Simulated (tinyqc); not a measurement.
Deformation potentials from a strained empirical pseudopotential: one step. Form factors, unstrained and under a volume change. Three cases, with inputs chosen for the exercise.

Question. q^2 = n (2 pi/a)^2 a0^2 for the shells n = 3, 8, 11; for e = h 1, q^2 is divided by (1 + h)^2 and V by (1 + h)^3. Last column: the change divided by the relative change of volume, (1 + h)^3 - 1.

Diamond lattice, no spin-orbit coupling. Atomic form factor V(q) = a1 (q^2 - a2)/(a3 exp(a4 q^2) - 1) in rydberg with q in 1/bohr, for the unstrained cell. Under a strain e the reciprocal vectors and k go over into (1 + e)^(-1) G, the atoms sit at +/- tau with tau = (1 + e) a (1,1,1)/8 - zeta a (eyz, ezx, exy)/4, and H(G,G') = c |k + G|^2 delta + (V(q)/det(1 + e)) cos(q.tau), q = G - G', with the term q = 0 left out; c = hbar^2/2m0. The basis is fixed before straining: all G with |k + G|^2 up to 16 (2 pi/a)^2. k is given in units of 2 pi/a of the unstrained cell.

Constants: a0 (Bohr radius) = 0.5291772105 angstrom.

Give: Form factors.

Case 1.

Values chosen (out of a larger set: a germanium-sized cell with gaps well above those of Ge; not measured data):
- a = 5.661 angstrom (lattice constant)
- A = (0.399, 2.428, 2.062, 0.453) (a1 (Ry bohr^2), a2 (1/bohr^2), a3, a4 (bohr^2))
- h = 0.004 (size of the test strain)

Answer.

Form factors:

| n | q^2 (1/bohr^2) | V (Ry) | V expanded (Ry) | dV/(dVol/Vol) (Ry) |
|---|---|---|---|---|
| 3 | 1.03490 | -0.24217 | -0.24200 | 0.0147 |
| 8 | 2.75972 | 0.02135 | 0.01993 | -0.1180 |
| 11 | 3.79462 | 0.05191 | 0.05092 | -0.0825 |

Case 2.

Values chosen (out of a larger set: near those of Si; not measured data):
- a = 5.433 angstrom (lattice constant)
- A = (0.536, 2.212, 2.06, 0.492) (a1 (Ry bohr^2), a2 (1/bohr^2), a3, a4 (bohr^2))
- h = 0.005 (size of the test strain)

Answer.

Form factors:

| n | q^2 (1/bohr^2) | V (Ry) | V expanded (Ry) | dV/(dVol/Vol) (Ry) |
|---|---|---|---|---|
| 3 | 1.12358 | -0.22608 | -0.22672 | -0.0428 |
| 8 | 2.99621 | 0.05256 | 0.05065 | -0.1271 |
| 11 | 4.11979 | 0.06986 | 0.06881 | -0.0696 |

Case 3.

Values chosen (out of a larger set: near those of Si; not measured data):
- a = 5.428 angstrom (lattice constant)
- A = (0.543, 2.203, 2.075, 0.488) (a1 (Ry bohr^2), a2 (1/bohr^2), a3, a4 (bohr^2))
- h = 0.004 (size of the test strain)

Answer.

Form factors:

| n | q^2 (1/bohr^2) | V (Ry) | V expanded (Ry) | dV/(dVol/Vol) (Ry) |
|---|---|---|---|---|
| 3 | 1.12565 | -0.22552 | -0.22605 | -0.0441 |
| 8 | 3.00173 | 0.05436 | 0.05280 | -0.1298 |
| 11 | 4.12739 | 0.07181 | 0.07095 | -0.0714 |

Computed by tinyqc, one run a case: `OMP_NUM_THREADS=1 python tinyqc.py N N+1 out.jsonl` with N = 1851085, 1851176, 1880003; one thread of a shared Intel(R) Xeon(R) Processor @ 2.30GHz, about 0.3 s a run at most.
